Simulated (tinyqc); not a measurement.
Worked calculation: liquidus of a compound AB in a simple-solution melt, liquid-phase epitaxy and vapour pressures. Computed by tinyqc, a small Python program that keeps every step. Command: `OMP_NUM_THREADS=1 python tinyqc.py 3028496 3028497 out.jsonl liq35 walk`. One thread of a shared host (Intel(R) Xeon(R) Processor @ 2.30GHz), about 0.03 s of CPU time with the checks. Intermediate numbers are printed to about 6 digits and carried at full precision; extremes and crossings named in words are read from the listed rows.

x is the atom fraction of B in the melt. The melt is a simple solution: R T ln gamma_B = W (1 - x)^2, R T ln gamma_A = W x^2, W = a + b T. The solid AB is stoichiometric.

Inputs (values chosen for the exercise, for a model compound):
```
quantity                                   value       unit
melting point T_F                           1799          K
entropy of fusion S_F                       72.8  J/(mol K)
interaction a                               10.9     kJ/mol
interaction slope b                        -21.6  J/(mol K)
saturation temperature T                    1306          K
step dT                                      2.8          K
cooling rate c                              0.79      K/min
growth time t                                8.8        min
diffusivity in the melt D                3.9e-05     cm^2/s
molar volume of the melt V_L                  12   cm^3/mol
lattice constant a0                        5.451   angstrom
melt depth w                                 8.9         mm
heat of evaporation of A                     270     kJ/mol
entropy of evaporation of A                  109  J/(mol K)
heat of evaporation of B as (1/2) B2        82.4     kJ/mol
entropy of evaporation of B as (1/2) B2     62.1  J/(mol K)
```

Growth programme: ramp cooling.

Constants: R = 8.314462618 J/(mol K); N_A = 6.02214076e+23 1/mol; k_B = 8.617333262e-05 eV/K.

## Solubility on the A-rich side

Liquidus (Vieland): f(x) = R T ln[4 x (1 - x)] + 2 W (1/2 - x)^2 + S_F (T_F - T) = 0. Newton steps with f' = (1 - 2x)[R T/(x (1 - x)) - 2 W], from the dilute estimate x = (1/4) exp[-(S_F (T_F - T) + W/2)/(R T)]; stop below 1e-13; f under 1e-6 shown as 0.

W = -17.3096 kJ/mol

Newton steps:
```
step          x     f (J/mol)  f' (J/mol)
1     0.0203540   4.66998e+02      555618
2     0.0195135  -9.54970e+00      578665
3     0.0195300  -3.89210e-03      578193
4     0.0195300             0      578193
```

solubility x = 0.0195300

The dilute estimate is 1.042 of the root. An ideal melt (W = 0) would dissolve x = 0.0093; the B-rich branch lies at 1 - x.

## Slope of the liquidus

dx/dT = -(df/dT)/f', df/dT = R ln[4 x (1 - x)] + 2 b (1/2 - x)^2 - S_F, f' = (1 - 2x)[R T/(x (1 - x)) - 2 W]. Concentrations: C_L = x N_A/V_L in the melt, C_S = 4/a0^3 in the solid; m = dT/dC_L.

dx/dT = 1.80103e-04 1/K

C_L = 9.80102e+20 1/cm^3

C_S = 2.46963e+22 1/cm^3

slope m = 1.10639e-19 K cm^3

apparent heat of solution k_B T^2 d ln x/dT = 1.35544 eV

## Layer thickness

Semi-infinite melt (Hsieh): step d = 2 dT sqrt(D t/pi)/(C_S m); ramp d = (4/3) c sqrt(D/pi) t^(3/2)/(C_S m); supercooling is their sum. A melt of depth w can give at most w (undercooling)/(C_S m).

thickness d = 2.74652 micrometre

largest thickness from this melt = 22.6444 micrometre

sqrt(D t)/w = 0.161235

The layer uses 12 % of what the melt could give.

## Three programmes

The formulas are those given above.

Thickness (micrometre):
```
t (min)     step         ramp  supercooling  sqrt(D t) (mm)
0.2      0.25015  9.41031e-03        0.2596         0.21633
0.5      0.39552  3.71975e-02        0.4327         0.34205
1.0      0.55935  1.05210e-01        0.6646         0.48374
2.0      0.79104  2.97580e-01        1.0886         0.68411
5.0      1.25074  1.17629e+00        2.4270         1.08167
10.0     1.76881  3.32705e+00        5.0959         1.52971
20.0     2.50148  9.41031e+00       11.9118         2.16333
```

Step cooling goes as t^(1/2), ramp cooling as t^(3/2); they are equal at t = 3 dT/(2 c) = 5.32 min. The local exponent of their sum runs from 0.56 to 1.22. Rows with sqrt(D t) above about half the depth of 8.9 mm are overestimates.

## Vapour pressures and congruent evaporation

Over the A-rich liquidus: p_A = gamma_A (1 - x) exp(S_A/R - H_A/(R T)), p_B2 = [gamma_B x exp(S_B/R - H_B/(R T))]^2, in bar. Free evaporation is congruent while the A flux over this liquidus is at least the B flux; with A and B2 taken as equal in mass for the estimate, T_c solves p_A = 2 p_B2.

log10 p_A = -5.11405

log10 p_B2 = -4.85342

congruent temperature T_c = 1194.70 K

T is above T_c: in vacuum B leaves faster and droplets of A form unless a B flux is supplied.

## The liquidus

The formulas are those given above.

Solubility; ideal: W = 0; dilute: (1/4) exp[-(S_F (T_F - T) + W/2)/(R T)]:
```
T (K)            x        ideal       dilute  W (kJ/mol)
900    7.03620e-05  3.97718e-05  7.03683e-05     -8.5400
1043   8.55559e-04  4.38408e-04  8.56789e-04    -11.6288
1187   5.71200e-03  2.74514e-03  5.77654e-03    -14.7392
1331   2.44599e-02  1.16405e-02  2.57709e-02    -17.8496
1475   7.34338e-02  3.79724e-02  8.58578e-02    -20.9600
1619   1.68301e-01  1.05592e-01  2.30918e-01    -24.0704
1727   2.87566e-01  2.23491e-01  4.35204e-01    -26.4032
1781   3.93602e-01  3.54492e-01  5.80487e-01    -27.5696
```

x over the ideal value is 1.77 in the first row and 1.11 in the last, and lies between 1.11 and 2.10: W > 0 lowers the solubility and W < 0 raises it, by about exp(-W/(2 R T)) when dilute. The dilute form is within 5 % in 3 of the eight rows. Near T_F the liquidus closes as a parabola about x = 1/2.

Checks made by the program: x against bracketed root finding (relative difference below 1e-10).
